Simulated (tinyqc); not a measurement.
Inside a calculation (part 2 of 2). Method: UHF in the 6-31g basis, for H3, spin multiplicity 2. Computed by tinyqc, a small Python program that keeps every step (integrals from PySCF). Command: `OMP_NUM_THREADS=1 python tinyqc.py 21425 21426 out.jsonl` (the two numbers bound the seeds that draw the settings). One thread of a shared host (Intel(R) Xeon(R) Processor @ 2.60GHz), about 0.1 s of CPU time with the checks.

Geometry (angstrom):
```
atom       x       y        z
H     0.0000  0.0000   0.0000
H     0.0000  0.0000   1.1040
H     0.0000  0.8240  -0.7350
```

## Iteration 3: building the Fock matrix

D(alpha) after iteration 2, order 1H 1s, 1H 2s, 2H 1s, 2H 2s, 3H 1s, 3H 2s:
```
[[0.0754, 0.0733, 0.0624, 0.0588, 0.0624, 0.0588],
 [0.0733, 0.0711, 0.0606, 0.0571, 0.0606, 0.0571],
 [0.0624, 0.0606, 0.1419, 0.2184, -0.0388, -0.1212],
 [0.0588, 0.0571, 0.2184, 0.3648, -0.1212, -0.2733],
 [0.0624, 0.0606, -0.0388, -0.1212, 0.1420, 0.2185],
 [0.0588, 0.0571, -0.1212, -0.2733, 0.2185, 0.3650]]
```

D(beta) after iteration 2, order 1H 1s, 1H 2s, 2H 1s, 2H 2s, 3H 1s, 3H 2s:
```
[[0.0838, 0.1140, 0.0466, 0.0501, 0.0466, 0.0501],
 [0.1140, 0.1549, 0.0634, 0.0681, 0.0633, 0.0681],
 [0.0466, 0.0634, 0.0259, 0.0279, 0.0259, 0.0279],
 [0.0501, 0.0681, 0.0279, 0.0300, 0.0279, 0.0300],
 [0.0466, 0.0633, 0.0259, 0.0279, 0.0259, 0.0278],
 [0.0501, 0.0681, 0.0279, 0.0300, 0.0278, 0.0299]]
```

core Hamiltonian H = T + V (hartree), order 1H 1s, 1H 2s, 2H 1s, 2H 2s, 3H 1s, 3H 2s:
```
[[-1.2156, -1.1090, -0.4338, -0.6779, -0.4336, -0.6777],
 [-1.1090, -1.2676, -0.6284, -0.9154, -0.6282, -0.9153],
 [-0.4338, -0.6284, -0.9992, -0.9687, -0.0269, -0.1999],
 [-0.6779, -0.9154, -0.9687, -1.0953, -0.1999, -0.4530],
 [-0.4336, -0.6282, -0.0269, -0.1999, -0.9991, -0.9686],
 [-0.6777, -0.9153, -0.1999, -0.4530, -0.9686, -1.0953]]
```

nuclear repulsion = 1.221176 hartree

Given earlier and not repeated: Two-electron integrals (ij|kl) in chemists' order.

J_ij = sum D_kl (ij|kl) with D = D(alpha) + D(beta), K_ij = sum D_kl (ik|jl) for each spin; F = H + J - K(s); E = tr D H + tr D J / 2 - 0.5 sum_s tr D(s) K(s) + E_nn.

Coulomb J (hartree), order 1H 1s, 1H 2s, 2H 1s, 2H 2s, 3H 1s, 3H 2s:
```
[[1.6996, 1.0376, 0.3146, 0.5877, 0.3144, 0.5876],
 [1.0376, 1.3061, 0.5456, 0.9051, 0.5454, 0.9050],
 [0.3146, 0.5456, 1.5113, 0.9207, 0.0106, 0.1477],
 [0.5877, 0.9051, 0.9207, 1.1704, 0.1477, 0.4080],
 [0.3144, 0.5454, 0.0106, 0.1477, 1.5112, 0.9207],
 [0.5876, 0.9050, 0.1477, 0.4080, 0.9207, 1.1703]]
```

exchange K(alpha) (hartree), order 1H 1s, 1H 2s, 2H 1s, 2H 2s, 3H 1s, 3H 2s:
```
[[0.4202, 0.4006, 0.2256, 0.2912, 0.2255, 0.2911],
 [0.4006, 0.4679, 0.3160, 0.3720, 0.3160, 0.3719],
 [0.2256, 0.3160, 0.5951, 0.4824, -0.0072, 0.0801],
 [0.2912, 0.3720, 0.4824, 0.4647, 0.0801, 0.1647],
 [0.2255, 0.3160, -0.0072, 0.0801, 0.5951, 0.4824],
 [0.2911, 0.3719, 0.0801, 0.1647, 0.4824, 0.4647]]
```

exchange K(beta) (hartree), order 1H 1s, 1H 2s, 2H 1s, 2H 2s, 3H 1s, 3H 2s:
```
[[0.4619, 0.4160, 0.1924, 0.2852, 0.1923, 0.2851],
 [0.4160, 0.4331, 0.2192, 0.3109, 0.2191, 0.3108],
 [0.1924, 0.2192, 0.2018, 0.2072, 0.0750, 0.1299],
 [0.2852, 0.3109, 0.2072, 0.2575, 0.1299, 0.2036],
 [0.1923, 0.2191, 0.0750, 0.1299, 0.2017, 0.2071],
 [0.2851, 0.3108, 0.1299, 0.2036, 0.2071, 0.2574]]
```

F(alpha) (hartree), order 1H 1s, 1H 2s, 2H 1s, 2H 2s, 3H 1s, 3H 2s:
```
[[0.0638, -0.4720, -0.3448, -0.3813, -0.3447, -0.3813],
 [-0.4720, -0.4293, -0.3988, -0.3822, -0.3988, -0.3822],
 [-0.3448, -0.3988, -0.0830, -0.5303, -0.0091, -0.1323],
 [-0.3813, -0.3822, -0.5303, -0.3896, -0.1323, -0.2097],
 [-0.3447, -0.3988, -0.0091, -0.1323, -0.0831, -0.5303],
 [-0.3813, -0.3822, -0.1323, -0.2097, -0.5303, -0.3896]]
```

F(beta) (hartree), order 1H 1s, 1H 2s, 2H 1s, 2H 2s, 3H 1s, 3H 2s:
```
[[0.0221, -0.4874, -0.3116, -0.3753, -0.3115, -0.3753],
 [-0.4874, -0.3946, -0.3020, -0.3211, -0.3019, -0.3210],
 [-0.3116, -0.3020, 0.3102, -0.2551, -0.0913, -0.1821],
 [-0.3753, -0.3211, -0.2551, -0.1824, -0.1821, -0.2487],
 [-0.3115, -0.3019, -0.0913, -0.1821, 0.3104, -0.2550],
 [-0.3753, -0.3210, -0.1821, -0.2487, -0.2550, -0.1823]]
```

total energy of this density = -1.571460 hartree

## Iteration 3: diagonalisation and new density

X, order 1H 1s, 1H 2s, 2H 1s, 2H 2s, 3H 1s, 3H 2s:
```
[[1.2700, -0.5749, -0.0133, 0.0524, -0.0133, 0.0524],
 [-0.5749, 2.2235, -0.0096, -0.7538, -0.0096, -0.7537],
 [-0.0133, -0.0096, 1.2559, -0.4930, 0.0047, 0.0465],
 [0.0524, -0.7538, -0.4930, 1.6540, 0.0465, 0.1099],
 [-0.0133, -0.0096, 0.0047, 0.0465, 1.2559, -0.4930],
 [0.0524, -0.7537, 0.0465, 0.1099, -0.4930, 1.6539]]
```

Diagonalise F' = X^T F X, C = X C', fill 2 alpha and 1 beta electrons from the bottom; D(s) = C_occ C_occ^T. Each column has its largest component positive (the first on a tie).

F' = X^T F X (alpha) (hartree):
```
[[0.6044, -0.5968, -0.1776, -0.0936, -0.1775, -0.0935],
 [-0.5968, 0.3325, -0.1526, -0.1716, -0.1526, -0.1716],
 [-0.1776, -0.1526, 0.4379, -0.6428, 0.0687, 0.0422],
 [-0.0936, -0.1716, -0.6428, 0.1736, 0.0422, -0.0391],
 [-0.1775, -0.1526, 0.0687, 0.0422, 0.4379, -0.6429],
 [-0.0935, -0.1716, 0.0422, -0.0391, -0.6429, 0.1736]]
```

orbital energies (alpha) (hartree): [-0.6487, -0.3986, 0.1864, 0.9219, 0.9805, 1.1186]

coefficients C (alpha), order 1H 1s, 1H 2s, 2H 1s, 2H 2s, 3H 1s, 3H 2s:
```
[[0.2543, -0.0001, 0.2388, 0.5087, 0.0003, -1.2525],
 [0.2341, -0.0001, 1.6501, -0.4135, -0.0006, 1.8607],
 [0.2378, -0.3044, -0.0952, 0.8167, 0.9138, 0.4033],
 [0.2355, -0.5606, -1.0412, -0.5825, -1.0111, -0.8652],
 [0.2378, 0.3044, -0.0952, 0.8163, -0.9145, 0.4025],
 [0.2355, 0.5608, -1.0409, -0.5819, 1.0120, -0.8644]]
```

F' = X^T F X (beta) (hartree):
```
[[0.5665, -0.6178, -0.1744, -0.1047, -0.1743, -0.1047],
 [-0.6178, 0.3206, -0.1243, -0.1709, -0.1243, -0.1709],
 [-0.1744, -0.1243, 0.7607, -0.4951, 0.0143, -0.0066],
 [-0.1047, -0.1709, -0.4951, 0.3037, -0.0066, -0.0927],
 [-0.1743, -0.1243, 0.0143, -0.0066, 0.7608, -0.4951],
 [-0.1047, -0.1709, -0.0066, -0.0927, -0.4951, 0.3038]]
```

orbital energies (beta) (hartree): [-0.5322, 0.0526, 0.2525, 0.9887, 1.0904, 1.1641]

coefficients C (beta), order 1H 1s, 1H 2s, 2H 1s, 2H 2s, 3H 1s, 3H 2s:
```
[[0.3127, 0.0000, 0.1934, -0.9056, 0.0001, -0.9969],
 [0.4328, 0.0001, 1.6191, 1.0877, 0.0001, 1.5554],
 [0.1529, -0.1974, -0.0625, -0.6445, -0.9425, 0.6730],
 [0.1410, -0.6732, -1.1275, 0.1913, 0.9400, -0.9485],
 [0.1528, 0.1974, -0.0625, -0.6437, 0.9436, 0.6723],
 [0.1410, 0.6732, -1.1273, 0.1905, -0.9409, -0.9477]]
```

D(alpha) after iteration 3, order 1H 1s, 1H 2s, 2H 1s, 2H 2s, 3H 1s, 3H 2s:
```
[[0.0647, 0.0595, 0.0605, 0.0599, 0.0605, 0.0599],
 [0.0595, 0.0548, 0.0557, 0.0552, 0.0556, 0.0551],
 [0.0605, 0.0557, 0.1492, 0.2267, -0.0361, -0.1147],
 [0.0599, 0.0552, 0.2267, 0.3698, -0.1147, -0.2589],
 [0.0605, 0.0556, -0.0361, -0.1147, 0.1492, 0.2267],
 [0.0599, 0.0551, -0.1147, -0.2589, 0.2267, 0.3699]]
```

D(beta) after iteration 3, order 1H 1s, 1H 2s, 2H 1s, 2H 2s, 3H 1s, 3H 2s:
```
[[0.0978, 0.1353, 0.0478, 0.0441, 0.0478, 0.0441],
 [0.1353, 0.1873, 0.0662, 0.0610, 0.0661, 0.0610],
 [0.0478, 0.0662, 0.0234, 0.0216, 0.0234, 0.0216],
 [0.0441, 0.0610, 0.0216, 0.0199, 0.0216, 0.0199],
 [0.0478, 0.0661, 0.0234, 0.0216, 0.0234, 0.0215],
 [0.0441, 0.0610, 0.0216, 0.0199, 0.0215, 0.0199]]
```

## Iteration 4: building the Fock matrix

As before.

Coulomb J (hartree), order 1H 1s, 1H 2s, 2H 1s, 2H 2s, 3H 1s, 3H 2s:
```
[[1.7035, 1.0396, 0.3151, 0.5888, 0.3150, 0.5886],
 [1.0396, 1.3078, 0.5463, 0.9061, 0.5462, 0.9060],
 [0.3151, 0.5463, 1.5137, 0.9219, 0.0106, 0.1479],
 [0.5888, 0.9061, 0.9219, 1.1712, 0.1479, 0.4083],
 [0.3150, 0.5462, 0.0106, 0.1479, 1.5136, 0.9218],
 [0.5886, 0.9060, 0.1479, 0.4083, 0.9218, 1.1712]]
```

exchange K(alpha) (hartree), order 1H 1s, 1H 2s, 2H 1s, 2H 2s, 3H 1s, 3H 2s:
```
[[0.3919, 0.3823, 0.2224, 0.2819, 0.2223, 0.2818],
 [0.3823, 0.4579, 0.3186, 0.3694, 0.3185, 0.3694],
 [0.2224, 0.3186, 0.6087, 0.4904, -0.0050, 0.0824],
 [0.2819, 0.3694, 0.4904, 0.4681, 0.0824, 0.1652],
 [0.2223, 0.3185, -0.0050, 0.0824, 0.6087, 0.4904],
 [0.2818, 0.3694, 0.0824, 0.1652, 0.4904, 0.4681]]
```

exchange K(beta) (hartree), order 1H 1s, 1H 2s, 2H 1s, 2H 2s, 3H 1s, 3H 2s:
```
[[0.4944, 0.4351, 0.1946, 0.2936, 0.1945, 0.2935],
 [0.4351, 0.4411, 0.2152, 0.3108, 0.2151, 0.3107],
 [0.1946, 0.2152, 0.1906, 0.1985, 0.0720, 0.1263],
 [0.2936, 0.3108, 0.1985, 0.2510, 0.1263, 0.2009],
 [0.1945, 0.2151, 0.0720, 0.1263, 0.1904, 0.1984],
 [0.2935, 0.3107, 0.1263, 0.2009, 0.1984, 0.2509]]
```

F(alpha) (hartree), order 1H 1s, 1H 2s, 2H 1s, 2H 2s, 3H 1s, 3H 2s:
```
[[0.0960, -0.4517, -0.3411, -0.3710, -0.3410, -0.3709],
 [-0.4517, -0.4177, -0.4007, -0.3787, -0.4006, -0.3786],
 [-0.3411, -0.4007, -0.0942, -0.5372, -0.0113, -0.1344],
 [-0.3710, -0.3787, -0.5372, -0.3921, -0.1344, -0.2098],
 [-0.3410, -0.4006, -0.0113, -0.1344, -0.0943, -0.5372],
 [-0.3709, -0.3786, -0.1344, -0.2098, -0.5372, -0.3922]]
```

F(beta) (hartree), order 1H 1s, 1H 2s, 2H 1s, 2H 2s, 3H 1s, 3H 2s:
```
[[-0.0065, -0.5045, -0.3132, -0.3826, -0.3131, -0.3826],
 [-0.5045, -0.4010, -0.2973, -0.3200, -0.2972, -0.3200],
 [-0.3132, -0.2973, 0.3239, -0.2453, -0.0882, -0.1783],
 [-0.3826, -0.3200, -0.2453, -0.1751, -0.1783, -0.2456],
 [-0.3131, -0.2972, -0.0882, -0.1783, 0.3240, -0.2452],
 [-0.3826, -0.3200, -0.1783, -0.2456, -0.2452, -0.1750]]
```

total energy of this density = -1.575686 hartree

## Iteration 4: diagonalisation and new density

As before.

F' = X^T F X (alpha) (hartree):
```
[[0.6326, -0.5876, -0.1763, -0.0896, -0.1762, -0.0896],
 [-0.5876, 0.3398, -0.1538, -0.1709, -0.1538, -0.1709],
 [-0.1763, -0.1538, 0.4280, -0.6472, 0.0671, 0.0403],
 [-0.0896, -0.1709, -0.6472, 0.1712, 0.0403, -0.0410],
 [-0.1762, -0.1538, 0.0671, 0.0403, 0.4279, -0.6473],
 [-0.0896, -0.1709, 0.0403, -0.0410, -0.6473, 0.1712]]
```

orbital energies (alpha) (hartree): [-0.6442, -0.4051, 0.1929, 0.9208, 0.9781, 1.1282]

coefficients C (alpha), order 1H 1s, 1H 2s, 2H 1s, 2H 2s, 3H 1s, 3H 2s:
```
[[0.2404, -0.0001, 0.2343, 0.4818, 0.0003, -1.2666],
 [0.2112, -0.0001, 1.6685, -0.3680, -0.0006, 1.8566],
 [0.2441, -0.3071, -0.0901, 0.8245, 0.9129, 0.3843],
 [0.2509, -0.5576, -1.0395, -0.6048, -1.0128, -0.8474],
 [0.2441, 0.3072, -0.0900, 0.8241, -0.9135, 0.3836],
 [0.2509, 0.5577, -1.0392, -0.6044, 1.0137, -0.8466]]
```

F' = X^T F X (beta) (hartree):
```
[[0.5415, -0.6281, -0.1750, -0.1073, -0.1748, -0.1073],
 [-0.6281, 0.3156, -0.1223, -0.1700, -0.1223, -0.1700],
 [-0.1750, -0.1223, 0.7721, -0.4901, 0.0160, -0.0044],
 [-0.1073, -0.1700, -0.4901, 0.3092, -0.0044, -0.0903],
 [-0.1748, -0.1223, 0.0160, -0.0044, 0.7722, -0.4901],
 [-0.1073, -0.1700, -0.0044, -0.0903, -0.4901, 0.3093]]
```

orbital energies (beta) (hartree): [-0.5392, 0.0605, 0.2519, 0.9884, 1.0952, 1.1631]

coefficients C (beta), order 1H 1s, 1H 2s, 2H 1s, 2H 2s, 3H 1s, 3H 2s:
```
[[0.3271, 0.0000, 0.1927, -0.9375, 0.0001, -0.9624],
 [0.4559, 0.0001, 1.5996, 1.1501, 0.0001, 1.5236],
 [0.1473, -0.1937, -0.0639, -0.6210, -0.9433, 0.6958],
 [0.1217, -0.6769, -1.1297, 0.1529, 0.9374, -0.9554],
 [0.1472, 0.1937, -0.0639, -0.6203, 0.9443, 0.6950],
 [0.1216, 0.6769, -1.1295, 0.1521, -0.9382, -0.9546]]
```

D(alpha) after iteration 4, order 1H 1s, 1H 2s, 2H 1s, 2H 2s, 3H 1s, 3H 2s:
```
[[0.0578, 0.0508, 0.0587, 0.0603, 0.0586, 0.0603],
 [0.0508, 0.0446, 0.0516, 0.0530, 0.0515, 0.0529],
 [0.0587, 0.0516, 0.1539, 0.2325, -0.0348, -0.1101],
 [0.0603, 0.0530, 0.2325, 0.3739, -0.1100, -0.2480],
 [0.0586, 0.0515, -0.0348, -0.1100, 0.1539, 0.2326],
 [0.0603, 0.0529, -0.1101, -0.2480, 0.2326, 0.3740]]
```

D(beta) after iteration 4, order 1H 1s, 1H 2s, 2H 1s, 2H 2s, 3H 1s, 3H 2s:
```
[[0.1070, 0.1491, 0.0482, 0.0398, 0.0482, 0.0398],
 [0.1491, 0.2078, 0.0672, 0.0555, 0.0671, 0.0554],
 [0.0482, 0.0672, 0.0217, 0.0179, 0.0217, 0.0179],
 [0.0398, 0.0555, 0.0179, 0.0148, 0.0179, 0.0148],
 [0.0482, 0.0671, 0.0217, 0.0179, 0.0217, 0.0179],
 [0.0398, 0.0554, 0.0179, 0.0148, 0.0179, 0.0148]]
```

## Iteration 19 (converged): orbitals

converged F(alpha) (hartree), order 1H 1s, 1H 2s, 2H 1s, 2H 2s, 3H 1s, 3H 2s:
```
[[0.1524, -0.4147, -0.3328, -0.3514, -0.3327, -0.3513],
 [-0.4147, -0.3961, -0.4027, -0.3715, -0.4026, -0.3715],
 [-0.3328, -0.4027, -0.1141, -0.5490, -0.0146, -0.1375],
 [-0.3514, -0.3715, -0.5490, -0.3963, -0.1375, -0.2095],
 [-0.3327, -0.4026, -0.0146, -0.1375, -0.1142, -0.5490],
 [-0.3513, -0.3715, -0.1375, -0.2095, -0.5490, -0.3963]]
```

converged F(beta) (hartree), order 1H 1s, 1H 2s, 2H 1s, 2H 2s, 3H 1s, 3H 2s:
```
[[-0.0575, -0.5332, -0.3145, -0.3941, -0.3143, -0.3940],
 [-0.5332, -0.4104, -0.2880, -0.3171, -0.2879, -0.3170],
 [-0.3145, -0.2880, 0.3477, -0.2279, -0.0826, -0.1713],
 [-0.3941, -0.3171, -0.2279, -0.1620, -0.1712, -0.2395],
 [-0.3143, -0.2879, -0.0826, -0.1712, 0.3479, -0.2278],
 [-0.3940, -0.3170, -0.1713, -0.2395, -0.2278, -0.1619]]
```

As before.

F' = X^T F X (alpha) (hartree):
```
[[0.6803, -0.5704, -0.1724, -0.0819, -0.1723, -0.0819],
 [-0.5704, 0.3525, -0.1549, -0.1695, -0.1549, -0.1694],
 [-0.1724, -0.1549, 0.4099, -0.6552, 0.0644, 0.0370],
 [-0.0819, -0.1695, -0.6552, 0.1666, 0.0370, -0.0448],
 [-0.1723, -0.1549, 0.0644, 0.0370, 0.4098, -0.6552],
 [-0.0819, -0.1694, 0.0370, -0.0448, -0.6552, 0.1665]]
```

orbital energies (alpha) (hartree): [-0.6370, -0.4170, 0.2040, 0.9179, 0.9738, 1.1439]

coefficients C (alpha), order 1H 1s, 1H 2s, 2H 1s, 2H 2s, 3H 1s, 3H 2s:
```
[[0.2157, -0.0001, 0.2260, 0.4417, 0.0003, -1.2870],
 [0.1686, -0.0001, 1.6989, -0.2986, -0.0006, 1.8458],
 [0.2546, -0.3122, -0.0814, 0.8351, 0.9113, 0.3553],
 [0.2789, -0.5520, -1.0346, -0.6387, -1.0160, -0.8193],
 [0.2546, 0.3123, -0.0814, 0.8348, -0.9117, 0.3547],
 [0.2789, 0.5521, -1.0342, -0.6384, 1.0167, -0.8186]]
```

F' = X^T F X (beta) (hartree):
```
[[0.4949, -0.6448, -0.1747, -0.1113, -0.1745, -0.1113],
 [-0.6448, 0.3074, -0.1179, -0.1679, -0.1179, -0.1679],
 [-0.1747, -0.1179, 0.7917, -0.4817, 0.0189, -0.0007],
 [-0.1113, -0.1679, -0.4817, 0.3182, -0.0007, -0.0862],
 [-0.1745, -0.1179, 0.0189, -0.0007, 0.7918, -0.4817],
 [-0.1113, -0.1679, -0.0007, -0.0862, -0.4817, 0.3183]]
```

orbital energies (beta) (hartree): [-0.5521, 0.0736, 0.2503, 0.9857, 1.1037, 1.1611]

coefficients C (beta), order 1H 1s, 1H 2s, 2H 1s, 2H 2s, 3H 1s, 3H 2s:
```
[[0.3528, 0.0000, 0.1916, -0.9945, 0.0001, -0.8939],
 [0.4922, 0.0001, 1.5638, 1.2648, 0.0000, 1.4572],
 [0.1372, -0.1871, -0.0662, -0.5744, -0.9446, 0.7365],
 [0.0896, -0.6834, -1.1318, 0.0798, 0.9327, -0.9653],
 [0.1371, 0.1872, -0.0662, -0.5736, 0.9457, 0.7358],
 [0.0895, 0.6834, -1.1316, 0.0791, -0.9335, -0.9645]]
```

D(alpha) after iteration 19, order 1H 1s, 1H 2s, 2H 1s, 2H 2s, 3H 1s, 3H 2s:
```
[[0.0465, 0.0364, 0.0549, 0.0602, 0.0549, 0.0601],
 [0.0364, 0.0284, 0.0429, 0.0471, 0.0429, 0.0470],
 [0.0549, 0.0429, 0.1623, 0.2433, -0.0327, -0.1014],
 [0.0602, 0.0471, 0.2433, 0.3825, -0.1014, -0.2269],
 [0.0549, 0.0429, -0.0327, -0.1014, 0.1623, 0.2434],
 [0.0601, 0.0470, -0.1014, -0.2269, 0.2434, 0.3826]]
```

D(beta) after iteration 19, order 1H 1s, 1H 2s, 2H 1s, 2H 2s, 3H 1s, 3H 2s:
```
[[0.1245, 0.1736, 0.0484, 0.0316, 0.0484, 0.0316],
 [0.1736, 0.2423, 0.0675, 0.0441, 0.0675, 0.0441],
 [0.0484, 0.0675, 0.0188, 0.0123, 0.0188, 0.0123],
 [0.0316, 0.0441, 0.0123, 0.0080, 0.0123, 0.0080],
 [0.0484, 0.0675, 0.0188, 0.0123, 0.0188, 0.0123],
 [0.0316, 0.0441, 0.0123, 0.0080, 0.0123, 0.0080]]
```

## Convergence

Stop when the energy changes by less than 1e-08 hartree and every element of the error matrix X^T (F D S - S D F) X (for each spin) is below 3e-05.

Course of the cycle:
```
iteration  E (hartree)     change  largest element of the error matrix
1            -1.225700          -                             6.58e-02
2            -1.560971  -3.35e-01                             3.11e-02
3            -1.571460  -1.05e-02                             1.59e-02
4            -1.575686  -4.23e-03                             9.74e-03
5            -1.577459  -1.77e-03                             6.19e-03
6            -1.578191  -7.32e-04                             3.95e-03
7            -1.578489  -2.97e-04                             2.51e-03
8            -1.578608  -1.20e-04                             1.60e-03
9            -1.578656  -4.78e-05                             1.02e-03
10           -1.578675  -1.90e-05                             6.43e-04
11           -1.578683  -7.54e-06                             4.06e-04
12           -1.578686  -2.98e-06                             2.56e-04
13           -1.578687  -1.18e-06                             1.61e-04
14           -1.578687  -4.66e-07                             1.01e-04
15           -1.578687  -1.84e-07                             6.36e-05
16           -1.578687  -7.26e-08                             4.00e-05
17           -1.578687  -2.87e-08                             2.51e-05
18           -1.578687  -1.13e-08                             1.58e-05
19           -1.578687  -4.47e-09                             9.92e-06
```

PySCF UHF in the same basis, after a stability check = -1.578687 hartree

Converged in 19 iterations.

## Populations, bond orders and dipole

overlap S, order 1H 1s, 1H 2s, 2H 1s, 2H 2s, 3H 1s, 3H 2s:
```
[[1.0000, 0.6583, 0.1923, 0.3716, 0.1922, 0.3715],
 [0.6583, 1.0000, 0.3716, 0.7040, 0.3715, 0.7039],
 [0.1923, 0.3716, 1.0000, 0.6583, 0.0065, 0.0983],
 [0.3716, 0.7040, 0.6583, 1.0000, 0.0983, 0.3106],
 [0.1922, 0.3715, 0.0065, 0.0983, 1.0000, 0.6583],
 [0.3715, 0.7039, 0.0983, 0.3106, 0.6583, 1.0000]]
```

Mulliken: Z minus the diagonal of D S on the atom; Loewdin: the same with S^(1/2) D S^(1/2); Mayer order: 2 sum_s sum (D(s) S)_ij (D(s) S)_ji over the two atoms.

Charges (e):
```
atom  Mulliken  Loewdin  Mulliken spin
1H     -0.0365   0.0222        -0.4629
2H      0.0182  -0.0111         0.7313
3H      0.0182  -0.0111         0.7316
```

Mayer bond orders:
```
pair   order
2-1   0.3924
3-1   0.3920
3-2   0.0401
```

dipole moment about the origin, x y z (debye): [0.0000, 0.0549, 0.0246]

<S^2> of the determinant (pure state: 0.75) = 0.8389
